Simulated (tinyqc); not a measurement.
# MOS capacitor on an n-type substrate, surface potential from the exact charge relation: Capacitance-voltage curves

Uniform n-type substrate, Boltzmann statistics, full ionisation, classical densities. psi is the surface potential against the body (positive when the bands bend down) and u = -psi/Vt. Traps are spread evenly over the gap and neutral at flat band, so their charge is -q Dit psi; the minority quasi-Fermi level is shifted by Vb.

ni = sqrt(Nc Nv) exp(-Eg/(2 Vt)), Eg in volts; phiF = Vt ln(N/ni); Cox = eps0 eox/tox; Vfb = phiM - chi - Vt ln(Nc/N) - q Nf/Cox; Q0 = sqrt(2 eps0 eps_r q N Vt); r = (ni/N)^2 exp(-Vb/Vt); VT = Vfb - [(2 phiF + Vb)(1 + q Dit/Cox) + sqrt(2 eps0 eps_r q N (2 phiF + Vb))/Cox]. u = -psi/Vt; F^2 = exp(-u) + u - 1 + r (exp(u) - u - 1); Qs = +sign(u) Q0 F; Cs = -dQs/dpsi = (Q0/Vt) |1 - exp(-u) + r (exp(u) - 1)|/(2 F). psi solves Vg = Vfb + psi + (q Dit psi - Qs)/Cox. Low frequency: 1/C_LF = 1/Cox + 1/(Cs + q Dit). High frequency, in the simple estimate in which traps and minority carriers do not follow: 1/C_HF = 1/Cox + 1/Cd, Cd being Cs with r = 0 at the same psi. Deep depletion: r = 0 and Dit = 0 both in the equation for psi and in Cs. Minority sheet density N_inv = (Q0/(2 q)) int_0^u r (exp(t) - 1)/F(t) dt for u > 0. N_inv under 1 cm^-2 is printed as 0. Regimes: accumulation when majority carriers gather, then depletion up to |psi| = phiF + Vb, weak inversion up to 2 phiF + Vb, strong inversion beyond.

Inputs (values chosen for the exercise); band and dielectric values close to those of silicon: temperature T = 273 K; band gap Eg = 1.14 eV; relative permittivity eps_r = 11.9; conduction-band density of states at T Nc = 2.47e19 cm^-3; valence-band density of states at T Nv = 2.31e19 cm^-3; electron affinity chi = 4.09 eV; donor density of the substrate N = 3.7e17 cm^-3; relative permittivity of the gate insulator (close to silicon dioxide) eox = 3.9; insulator thickness tox = 2.2 nm; gate work function phiM = 4.9 eV; fixed charge at the interface, in units of q Nf = -2.7e10 cm^-2; density of interface traps Dit = 0 cm^-2 eV^-1; reverse bias of the inversion layer against the body Vb = 0 V.

Constants: q = 1.602176634e-19 C, kB = 1.380649e-23 J/K, Vt = kB T/q, eps0 = 8.8541878128e-14 F/cm where lengths are in cm. Results are converted to the units shown.

Results:
```
Vg (V)   psi (V)  C_LF/Cox  C_HF/Cox  C_deep/Cox  N_inv (cm^-2)            regime
1.51      0.1390    0.9342    0.9342      0.9342              0      accumulation
1.2       0.1131    0.8919    0.8919      0.8919              0      accumulation
0.88     0.06025    0.7411    0.7411      0.7411              0      accumulation
0.56    -0.09397    0.2933    0.2933      0.2933              0         depletion
0.25     -0.3377    0.1673    0.1673      0.1673              0         depletion
-0.07    -0.6113    0.1281    0.1281      0.1281        2.502e4    weak inversion
-0.38    -0.8847    0.1158    0.1082      0.1082        2.290e9    weak inversion
-1.02     -1.079    0.9243   0.09876     0.08577       4.182e12  strong inversion
-1.33     -1.098    0.9498   0.09797     0.07896       7.027e12  strong inversion
```

Estimate the missing row, Vg = -0.7 V.

Computed row:
```
Vg (V)  psi (V)  C_LF/Cox  C_HF/Cox  C_deep/Cox  N_inv (cm^-2)            regime
-0.7     -1.044    0.8319    0.1003     0.09505       1.407e12  strong inversion
```

With this row back in the table: C_LF/Cox is lowest, 0.116, at Vg = -0.38 V (weak inversion) among the rows listed and is 0.950 in the last row, where C_HF/Cox is 0.0980 and the deep-depletion value 0.0790. Vfb = 0.714 V, where C_HF/Cox = 0.509 (Cox in series with eps0 eps_r/LD), and VT = -0.449 V. Over the last two rows psi moves by only 0.061 V a volt of gate bias, since the inversion charge screens the body. In strong accumulation and inversion degeneracy and confinement, left out here, lower the capacitance.

Program tinyqc, `OMP_NUM_THREADS=1 python tinyqc.py 2060021 2060022 out.jsonl`; Intel Xeon 2.30GHz, shared host, one thread, about 0.01 s.
